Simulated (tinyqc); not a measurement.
# X-ray reflectivity of a thin film on silicon: critical angles, Parratt recursion, fringes and roughness, step by step

A worked calculation. Computed by tinyqc, a small Python program that keeps every step. Command: `OMP_NUM_THREADS=1 python tinyqc.py 3121505 3121506 out.jsonl xrr walk`. One thread of a shared host (Intel(R) Xeon(R) Processor @ 2.30GHz), about 0.01 s of CPU time with the checks. Intermediate numbers are printed to about 5 digits and carried at full precision; extremes and crossings named in words are read from the listed rows.

n = 1 - delta + i beta; the classical electron radius is r_e = 2.8179403e-6 nm. Layer 0 is vacuum, 1 the film, 2 the substrate.

Inputs (values chosen for the exercise, modelled on Si3N4 on silicon, copper K-alpha radiation):

| quantity | value | unit |
|---|---|---|
| wavelength lambda | 0.15406 | nm |
| film density rho | 2.74 | g/cm^3 |
| effective electrons per unit mass, film | 0.498 | mol/g |
| beta/delta, film | 0.018 | - |
| film thickness d | 7.9 | nm |
| roughness of the surface sigma_1 | 0.66 | nm |
| roughness of the interface sigma_2 | 0.27 | nm |
| substrate density | 2.33 | g/cm^3 |
| effective electrons per unit mass, substrate | 0.507 | mol/g |
| beta/delta, substrate | 0.023 | - |
| grazing angle theta | 0.916 | degrees |

Constants: N_A = 6.02214076e+23 1/mol.

## Optical constants

delta = r_e lambda^2 rho_e/(2 pi), rho_e = density x electrons per mass x N_A; critical angle sqrt(2 delta), q_c = 4 sqrt(pi r_e rho_e).

Constants:

| layer | rho_e (1/nm^3) | delta | beta | critical angle (degrees) | q_c (1/nm) |
|---|---|---|---|---|---|
| film | 821.73 | 8.7471e-06 | 1.5745e-07 | 0.23965 | 0.34117 |
| substrate | 711.40 | 7.5726e-06 | 1.7417e-07 | 0.22298 | 0.31744 |

The film is denser in electrons than the substrate; X-rays tunnel through a film of a few nanometres, so the edge of total reflection moves to the value of the film only as it thickens.

## Critical angle of the film

The formulas are those given above.

critical angle of the film = 0.23965 degrees

## Reflectivity at one angle

k_j = (2 pi/lambda) sqrt(sin^2 theta - 2 delta_j + 2 i beta_j); r_ij = (k_i - k_j)/(k_i + k_j) x exp(-2 k_i k_j sigma^2) (Nevot-Croce); r = (r_01 + r_12 p)/(1 + r_01 r_12 p), p = exp(2 i k_1 d); R = |r|^2.

k_0, k_1, k_2 (1/nm): 0.65200  0.62928+0.00042i  0.63238+0.00046i

1000 r_01 = 12.398-0.234i

1000 r_12 = -2.3161-0.0296i

p = -0.86316-0.49183i

reflectivity R = 2.0771e-04

q = 4 pi sin(theta)/lambda = 1.3040 1/nm

## Fringe period, contrast and decay

Far above the critical angle the period is d theta = lambda/(2 d), or 2 pi/d in q; the envelope runs between (|r_01| - |r_12 p|)^2 and (|r_01| + |r_12 p|)^2; contrast = 2 a b/(a^2 + b^2) with a = |r_01|, b = |r_12 p|; roughness factors on the amplitudes are about exp(-q^2 sigma^2/2).

period in theta = 0.55867 degrees

period in q = 0.79534 1/nm

contrast = 0.35880

roughness factor, surface = 0.69050

roughness factor, interface = 0.93990

## Thickness from the minima

Minima of R theta^4 are located on 6001 points over 7.5 periods, from 1.15 times the larger critical angle. With refraction, sin^2(theta_m) = 2 delta + m^2 (lambda/(2 d))^2, m integer or half-integer; the first six minima are used, and the first order is the one that minimises the largest residual of the least-squares line plus the distance of its intercept from 2 delta. Without refraction, d = lambda/(2 x mean step of sin theta).

Minima:

| order m | theta (degrees) | sin^2 theta |
|---|---|---|
| 1 | 0.6310 | 0.0001213 |
| 2 | 1.1681 | 0.0004156 |
| 3 | 1.7079 | 0.0008883 |
| 4 | 2.2477 | 0.0015382 |
| 5 | 2.7952 | 0.0023781 |
| 6 | 3.3692 | 0.0034539 |

d with refraction = 7.9134 nm

d without refraction = 8.0648 nm

Against d = 7.9 nm the errors are +0.17 % with and +2.09 % without refraction. The orders are integers, as r_01 and r_12 have opposite signs for a film denser than the substrate.

## Which roughness does what

R is averaged over one period above each angle (64 points); contrast = (max - min)/(max + min) of R theta^4 over that period. Cases: smooth; only sigma_1; only sigma_2; both.

Mean R and contrast:

| theta (degrees) | R smooth | contrast | R, sigma_1 | contrast, sigma_1 | R, sigma_2 | contrast, sigma_2 | R, both | contrast, both |
|---|---|---|---|---|---|---|---|---|
| 0.8 | 2.3001e-04 | 0.28456 | 1.1146e-04 | 0.62675 | 2.2891e-04 | 0.26627 | 1.1043e-04 | 0.60615 |
| 1.2 | 5.2694e-05 | 0.26935 | 1.1035e-05 | 0.87046 | 5.2372e-05 | 0.22743 | 1.0739e-05 | 0.81954 |
| 1.8 | 1.2674e-05 | 0.26599 | 7.2453e-07 | 0.98815 | 1.2506e-05 | 0.19372 | 5.9872e-07 | 0.99373 |
| 2.5 | 3.7551e-06 | 0.26456 | 7.9448e-08 | 0.57800 | 3.6974e-06 | 0.15899 | 3.3343e-08 | 0.84014 |
| 3.5 | 1.0862e-06 | 0.26388 | 1.9005e-08 | 0.03202 | 1.0578e-06 | 0.09378 | 2.5074e-09 | 0.31178 |

At 2.5 degrees sigma_1 alone multiplies the mean R by 0.021 and sigma_2 alone by 0.98; the contrast goes from 0.26 (smooth) to 0.58 and 0.16.

Checks made by the program: smooth bare substrate far above q_c against (q_c/2q)^4 (relative difference 1e-03).
